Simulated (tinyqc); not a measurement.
Metal-interlayer-semiconductor contact, depinning against tunnelling resistance: contact resistivity against the temperature.

Zero bias, n-type semiconductor. Gap states at the semiconductor surface thin out as exp(-be ti), which unpins the barrier; electrons must then cross the interlayer (a rectangular barrier, no voltage drop across it) and the parabolic depleted layer, both by WKB. Energies E are counted from the Fermi level; no image force, parabolic bands.

Nc is given at 300 K and scales as (T/300 K)^1.5. S = 1/(1 + (1/S0 - 1) exp(-be ti)); phiB = S (phiM - chi) + (1 - S)(Eg - E0); xi = Ec - EF deep inside, from Nd = Nc F(-xi/Vt), F(x) = (2/sqrt(pi)) int_0^infinity sqrt(u) du/(1 + exp(u - x)); band bending U = phiB - xi; E00 = (hbar/2) sqrt(Nd/(eps0 eps_r mt m0)) in volts; A = 4 pi q mA m0 kB^2/h^3. With U = phiB - xi: for xi < E < phiB, y = (E - xi)/U and G1 = (U/E00) [sqrt(1 - y) - y ln((1 + sqrt(1 - y))/sqrt(y))], G1 = 0 above phiB; G2 = 2 ti sqrt(mi max(phiB + dE - E, 0)/C), C = hbar^2/(2 m0); f = 1/(1 + exp(E/Vt)); 1/rho_c = (A T^2/Vt^2) times the integral of exp(-G1 - G2) f over E from xi upwards. Shares under 0.001 % are printed as 0; rows without band bending are left out.

Parameters, values chosen for the exercise; semiconductor values close to those of germanium; interlayer mass of the order of that in silicon nitride, offset chosen freely: band gap Eg = 0.645 eV; relative permittivity eps_r = 16.1; electron affinity chi = 4.16 eV; conduction-band density of states at the reference temperature Nc = 1.04e19 cm^-3; tunnelling mass in the semiconductor mt = 0.119 m0; Richardson mass mA = 1.11 m0; donor density Nd = 5e18 cm^-3; charge-neutrality level above the valence band E0 = 0.091 eV; pinning factor without interlayer S0 = 0.05; metal work function phiM = 4.32 eV; interlayer thickness ti = 1.3 nm; conduction-band offset of the interlayer above the semiconductor dE = 2.08 eV; tunnelling mass in the interlayer mi = 0.46 m0; decay constant of gap states through the interlayer be = 1.9 1/nm.

Constants: q = 1.602176634e-19 C, kB = 1.380649e-23 J/K, eps0 = 8.8541878128e-12 F/m, hbar = 1.054571817e-34 J s, h = 6.62607015e-34 J s, m0 = 9.1093837015e-31 kg, Vt = kB T/q, hbar^2/(2 m0) = 0.0380998212 eV nm^2. Results are converted to the units shown.

The same in every row: S = 0.384; phiB (eV) = 0.403.

Contact resistivity against the temperature:
```
T (K)  E00/Vt  rho_c (ohm cm^2)  rho_c with G2 = 0 (ohm cm^2)  peak of the integrand (eV)  share above phiB (%)
150      2.32               462                       3.42e-4                      0.0240                     0
200      1.74               174                       1.45e-4                      0.0584                     0
250      1.39              59.3                       5.64e-5                       0.108                0.0408
300      1.16              20.2                       2.19e-5                       0.161                 0.383
350     0.994              7.38                       9.01e-6                       0.208                  1.53
400     0.870              2.99                       4.03e-6                       0.247                  3.82
450     0.773              1.34                       1.96e-6                       0.278                  7.20
500     0.696             0.665                       1.04e-6                       0.303                  11.4
```

As T goes from 150 to 500, phiB stays at 0.403 eV and rho_c falls from 462 to 0.665 ohm cm^2. The apparent activation energy is 0.231 eV between the last two rows (from rho_c T against 1/T), against phiB = 0.403 eV for pure thermionic emission. The ratio of rho_c to its value with G2 = 0 runs from 1.35e6 to 6.38e5.

Range of the model: The depletion charge would drop about 0.18 V across such an interlayer (eps_r near 7.5) at ti = 1.3 nm and Nd = 5e18 cm^-3, against a band bending of 0.39 V; this model leaves that drop out.

Computed by the program tinyqc: `OMP_NUM_THREADS=1 python tinyqc.py 2270083 2270084 out.jsonl`, one thread of a shared Intel Xeon 2.30GHz, about 0.02 s for the whole run.
